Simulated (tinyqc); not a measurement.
Mass and degeneracy from charge and saturation current.

Question. At high drain voltage only states moving towards the drain are filled: n = (N0/2) F_0(eta), N0 = gv m kB T/(pi hbar^2), F_0(x) = ln(1 + exp x), and I = q (N0/2) vT F_(1/2)(eta) per width, vT = sqrt(2 kB T/(pi m)), F_(1/2)(x) = (2/sqrt(pi)) int_0^infinity u^(1/2)/(1 + exp(u - x)) du. Find eta and m.

Parameters, values chosen for the exercise:

| symbol | value | unit | meaning |
|---|---|---|---|
| T | 200 | K | temperature |
| gv | 4 |  | valley degeneracy |

Constants: q = 1.602176634e-19 C, kB = 1.380649e-23 J/K, hbar = 1.054571817e-34 J s, m0 = 9.1093837015e-31 kg. Results are converted to the units shown.

n = 1.0675860e13 cm^-2
I = 4324.2736 uA/um

Solution. The mass drops out of I^2/(q^2 n) = gv (kB T)^2 F_(1/2)^2/(pi^2 hbar^2 F_0), which rises with eta and so fixes it; n then gives m.

eta = 6.39
m = 0.116 m0

Computed by the program tinyqc: `OMP_NUM_THREADS=1 python tinyqc.py 2400062 2400063 out.jsonl`, one thread of a shared Intel Xeon 2.30GHz, about 0.01 s for the whole run.
